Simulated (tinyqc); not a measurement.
Trap density from two Hall measurements.

Problem. p-type body, charge-sheet picture, full ionisation (an idealisation for deep acceptors), Boltzmann statistics for free electrons. e = Ec - EF at the surface. psi = Eg - Vt ln(Nv/Na) - e; N_dep = sqrt(2 eps0 eps_r Na (psi - Vt)/q); n_f = sqrt(N_dep^2 + 2 eps0 eps_r Vt Nc exp(-e/Vt)/q) - N_dep; Vg = Vfb + psi + q (N_dep + n_t + n_f)/Cox, Cox = eps0 eox/tox. Find e and n_t at both points and the mean trap density between them.

Values chosen for this exercise; band and dielectric values close to those of 4H silicon carbide:
- T = 300 K (temperature)
- Eg = 3.26 eV (band gap)
- eps_r = 9.82 (relative permittivity)
- Nc = 1.67e19 cm^-3 (conduction-band density of states at T)
- Nv = 2.47e19 cm^-3 (valence-band density of states at T)
- eox = 3.9 (relative permittivity of the insulator)
- tox = 43 nm (insulator thickness)
- Na = 4.7e16 cm^-3 (acceptor density)
- Vfb = -2.18 V (flat-band voltage without trapped charge)

Constants: q = 1.602176634e-19 C, kB = 1.380649e-23 J/K, Vt = kB T/q, eps0 = 8.8541878128e-14 F/cm where lengths are in cm. Results are converted to the units shown.

Vg (V): 3.4440684  3.9120449
free sheet density from the Hall effect (cm^-2): 6.2095789e8  1.9720346e10

Solution. Each n_f fixes e; what the gate voltage holds beyond psi, N_dep and n_f is trapped; the difference quotient is the density, smeared over a few Vt.

e (eV): 0.2080  0.1180
n_t (cm^-2): 1.610e11  3.125e11
mean trap density = 1.683e12 cm^-2 eV^-1

Program tinyqc, `OMP_NUM_THREADS=1 python tinyqc.py 2222005 2222006 out.jsonl`; Intel Xeon 2.30GHz, shared host, one thread, about 0.02 s.
